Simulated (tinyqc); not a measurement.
Band-to-band tunnelling and avalanche in a reverse-biased abrupt junction: one step, computed by the program tinyqc.

Direct Kane tunnelling in the local field (for indirect gaps the mass is an effective fit) and one ionisation coefficient for both carriers. N is the doping of the light side, or N_A N_D/(N_A + N_D) for the symmetric junction; the built-in voltage is taken as E_g/e.

Problem. Junction at the given bias. E_g(T) = E_g - (T - 300 K)(-dE_g/dT); b(T) = b [1 + (rise)(T - 300 K)]; w = sqrt(2 eps eps_0 (V_R + E_g/e)/(e N)); F_m = 2 (V_R + E_g/e)/w; the field falls linearly from F_m to 0 on both sides.

Inputs (values chosen for the exercise, modelled on In0.53Ga0.47As):
```
quantity                                  value    unit
band gap at 300 K, E_g                    0.739      eV
gap narrowing with temperature, -dE_g/dT   0.37   meV/K
permittivity eps                           13.9       -
effective doping N                        5e+17  1/cm^3
reverse bias V_R                           0.47       V
temperature T                               300       K
```

Junction: symmetric.

Constants: eps_0 = 8.8541878128e-12 F/m; e = 1.602176634e-19 C.

Give: E_g(T); depletion width w; peak field F_m; shortest tunnelling distance E_g/(e F_m).

Solution.

E_g(T) = 0.739 eV

depletion width w = 60.95 nm

peak field F_m = 0.3967 MV/cm

shortest tunnelling distance E_g/(e F_m) = 18.63 nm
